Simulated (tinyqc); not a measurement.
Inside a calculation: type-II superlattice in the two-band Kane model. Values are carried at full precision from step to step, so a last printed digit may differ when a step is redone from the rounded ones.

Motion along the axis, period d = a + b, c = hbar^2/2m0. Conduction and light-hole bands couple: (E - Ec)(E - Ev) = Ep c k^2 in each layer, with mass m(E) = (E - Ev)/Ep, which may be negative. The conduction envelope psi and psi'/m(E) are continuous; a layer carries them by [[cos kt, (m/k) sin kt], [-(k/m) sin kt, cos kt]] (cosh and sinh for k^2 < 0), and cos(q d) = tr(M_B M_A)/2. C1 is the first miniband above EvB, with its bottom at tr/2 = +1 and its top at -1; the gap is the bottom of C1 less the top heavy-hole level HH1.

Constants: hbar^2/2m0 = 3.80998211 eV angstrom^2; hc = 1239.841984 eV nm.

Values chosen for the exercise (near those of an InAs/GaSb superlattice; shifted at random, so the results belong to these values and not to a real crystal): a = 42 angstrom (layer A); b = 24 angstrom (layer B); EcA = 0 eV (conduction edge of A); EvA = -0.411 eV (valence edge of A); EcB = 0.963 eV (conduction edge of B); EvB = 0.16 eV (valence edge of B); EpA = 14.1 eV (coupling energy in A); EpB = 17.7 eV (coupling energy in B); E = 0.215 eV (trial energy); mhA = 0.33 m0 (heavy hole in A); mhB = 0.28 m0 (heavy hole in B).

## Wave numbers and masses at one energy

Give k^2 and m(E) in both layers.

Layers:
```
layer,k^2 (1/angstrom^2),m(E) (m0)
A,0.0025054,0.04440
B,-0.00061005,0.00311
```

In B the decay constant is 0.0247 1/angstrom; across the gap of B it peaks at mid-gap, at 0.0489, and vanishes at both edges.

## Transfer matrices

Form M_A, M_B and half the trace of their product.

M_A (angstrom units):
```
,1,2
1,-0.50679,0.76465
2,-0.97190,-0.50679
```

M_B (angstrom units):
```
,1,2
1,1.1809,0.079021
2,4.9927,1.1809
```

tr/2 = 1.2720

E lies in a gap of the coupled bands.

## Edges and effective gap

Heavy holes are uncoupled: with e = EvB - E, p = sqrt(mhB e/c), w = sqrt(mhA (EvB - EvA - e)/c), the top level HH1 at q = 0 solves (p/mhB) tan(p b/2) = (w/mhA) tanh(w a/2).

C1 is the first miniband above EvB: bottom at tr/2 = +1, top at -1. The gap is its bottom less HH1; cut-off wavelength hc/gap.

bottom of C1 = 0.2285 eV
top of C1 = 0.3343 eV
HH1 = 0.0494 eV
gap = 0.1791 eV
cut-off = 6.92 micrometre

The bulk edges overlap by 160 meV; confinement lifts the electrons by 229 meV and lowers the holes by 111 meV, which opens the gap. It is 0.44 of the smaller bulk gap.

## Electron mass along the axis

m_z = -2 c f'/d^2 with f = tr/2 differentiated at the bottom of C1 (central difference of 1e-6 eV); compare the bulk edge mass (EcA - EvA)/EpA.

f' = -20.22 1/eV
m_z = 0.0354 m0
bulk edge mass of A = 0.0291 m0

## Checks

- Bottom of C1 from the two-band matrix on a staggered grid of 0.5 angstrom against the transfer matrix, eV: both 0.229.

tinyqc: `OMP_NUM_THREADS=1 python tinyqc.py 1251589 1251590 out.jsonl`; about 0.02 s, one thread, shared Intel(R) Xeon(R) Processor @ 2.30GHz.
